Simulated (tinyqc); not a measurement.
Kinetic Monte Carlo and master equation for a particle on a ring of sites with traps and bias: one step, computed by the program tinyqc. Command: `OMP_NUM_THREADS=1 python tinyqc.py 3023177 3023178 out.jsonl kmc walk`. One thread of a shared host (Intel(R) Xeon(R) Processor @ 2.30GHz), about 0.09 s of CPU time with the checks.

8 sites on a ring, numbered 1 to 8. The saddle between i and i+1 lies at E0 + s b_i and site i at s eps_i; a force F tilts the landscape, with the saddle half-way.

Problem. Closed form at zero force. At zero force D0 = a^2 nu exp(-E0/(k_B T)) / [<exp(-s eps/(k_B T))> <exp(s b/(k_B T))>], with means over the ring; Einstein relation v = D0 F/(k_B T); 1 angstrom = 1e-8 cm.

Inputs (values chosen for the exercise, for a model defect): reference barrier E0 = 0.47 eV; scale factor s of the disorder = 1; attempt frequency nu = 1.7 THz; temperature T = 470 K; site spacing a = 3.3 angstrom; force F along the ring = 0.004 eV/angstrom.

Disorder: random barriers.

site energies eps_i (eV): [0, 0, 0, 0, 0, 0, 0, 0]

saddle shifts b_i between sites i and i+1 (eV): [0.043, 0.014, -0.022, -0.054, -1.8e-05, -0.042, -0.053, 0.04]

Constants: k_B = 8.617333262e-05 eV/K.

Give: zero-force diffusivity D0; D0 over the value without disorder; Einstein drift.

Solution.

zero-force diffusivity D0 = 1.4289e-08 cm^2/s

D0 over the value without disorder = 0.84586

Einstein drift = 0.14112 cm/s
